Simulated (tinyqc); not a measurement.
## Undoped symmetric double-gate MOSFET, analytic potential model: effect of the temperature

An undoped body of thickness ts between two equal insulators and tied gates; long channel, electrons only, n = ni exp((psi - V)/Vt) with V the quasi-Fermi potential (0 at the source, Vd at the drain), constant mobility, no quantisation. Across the body psi(x) = V - 2 Vt ln[(ts/(2 beta)) sqrt(q ni/(2 eps0 eps_r Vt)) cos(2 beta x/ts)], x from the centre. Q is the electron charge per area of the whole body.

Nc and Nv are given at 293 K and scale as (T/293 K)^1.5; Eg and mu are held fixed. ni = sqrt(Nc Nv) exp(-Eg/(2 Vt)), Eg in volts; r = eps_r tox/(eox ts); V0 = dphi + 2 Vt ln[(2/ts) sqrt(2 eps0 eps_r Vt/(q ni))]. beta (between 0 and pi/2) solves (Vg - V0 - V)/(2 Vt) = ln(beta) - ln(cos beta) + 2 r beta tan(beta). Q = 8 eps0 eps_r Vt beta tan(beta)/ts; I = mu (1/L)(4 eps0 eps_r/ts)(2 Vt)^2 [g(beta_s) - g(beta_d)] per width, g = beta tan(beta) - beta^2/2 + r beta^2 tan^2(beta), with beta_s at V = 0 and beta_d at V = Vd.  I(low) is taken at Vg = 0.18 V, Qs and I(high) at Vg = 0.93 V.

Values chosen for this exercise; material values close to those of silicon:
```
symbol    value        unit                                                         meaning
Eg          1.1          eV                                                        band gap
eps_r      11.7                                  relative permittivity of the semiconductor
Nc      2.74e19       cm^-3  conduction-band density of states at the reference temperature
Nv      2.58e19       cm^-3     valence-band density of states at the reference temperature
eox        7.52                                 relative permittivity of the gate insulator
tox         3.1          nm                                             insulator thickness
ts           15          nm                                                  body thickness
dphi      -0.02           V              gate work function less that of the intrinsic body
mu          140  cm^2/(V s)                                                channel mobility
L           0.1          um                                                     gate length
Vd          0.1           V                                                   drain voltage
```

Constants: q = 1.602176634e-19 C, kB = 1.380649e-23 J/K, Vt = kB T/q, eps0 = 8.8541878128e-14 F/cm where lengths are in cm. Results are converted to the units shown.

Results:
```
T (K)   V0 (V)  I(low) (nA/um)  Qs(high) (nC/cm^2)  I(high) (uA/um)
220    0.46021       0.0010536              1575.7           193.56
250    0.44932        0.013232              1584.6           195.14
280    0.43827        0.099520              1596.2           197.07
340    0.41577          2.0544              1625.8           201.79
370    0.40434          6.6093              1643.2           204.49
400    0.39281          18.053              1662.2           207.39
430    0.38118          43.250              1682.4           210.45
```

Estimate the missing row, T = 310 K.

Computed row:
```
T (K)   V0 (V)  I(low) (nA/um)  Qs(high) (nC/cm^2)  I(high) (uA/um)
310    0.42708         0.51829              1610.0           199.30
```

With this row back in the table: As T goes from 220 to 430 K, I(low) rises from 0.00105 to 43.3 nA/um and I(high) rises from 194 to 210 uA/um. V0 falls from 0.460 to 0.381 V. In every row the surface density at the source at the higher gate voltage passes 0.3 Nc, where Boltzmann statistics fail. In every row the mobility is held fixed, though a real one changes with T.

tinyqc, about 0.02 s, one thread, Intel Xeon 2.30GHz (shared host): `OMP_NUM_THREADS=1 python tinyqc.py 2440087 2440088 out.jsonl`
